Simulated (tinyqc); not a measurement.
Pariser-Parr-Pople SCF with singles CI, for the molecule C=Cc1ccccc1 (SMILES; centres numbered as the heavy atoms are written), step by step. One step of it, computed by the program tinyqc.

Task: Iteration 1: orbitals and new P. Diagonalise F (the basis is taken as orthonormal) and form P = 2 sum c c over the lowest orbitals.

F (eV), lower triangle:
```
           1C         2C         3C         4C         5C         6C         7C         8C
1C  -7.567900
2C  -3.754199  -6.255341
3C  -0.312980  -4.167493  -4.263230
4C   0.302537   0.740463  -3.734044  -4.508194
5C   0.016658   0.091722   0.120566  -4.364324  -5.253201
6C  -0.195287  -0.410005   0.366008   0.039633  -4.196479  -5.772070
7C  -0.041431  -0.035541   0.201252   0.503817  -0.381822  -4.300475  -5.199671
8C   0.371919   0.763746  -3.661744   0.077131   0.476096   0.144859  -4.255360  -4.749694
```

pi electrons, sum of z_r less the charge = 8

Give: orbital energies; P after iteration 1.

Result:

orbital energies (eV): -13.1103  -11.8606  -9.5766  -9.0066  -4.0088  0.0242  0.3620  3.6074

P after iteration 1, lower triangle:
```
         1C       2C       3C       4C       5C       6C      7C      8C
1C   1.0809
2C   0.8749   0.9136
3C   0.0280   0.4718   0.9985
4C  -0.2821   0.0151   0.5832   0.9694
5C  -0.0206  -0.0540   0.0237   0.6935   1.0076
6C   0.2287  -0.0064  -0.3021  -0.0063   0.6461   1.0136
7C  -0.0031  -0.0344  -0.0001  -0.3131  -0.0059   0.6621  1.0098
8C  -0.3081   0.0128   0.5871   0.0020  -0.3124  -0.0194  0.6799  1.0066
```
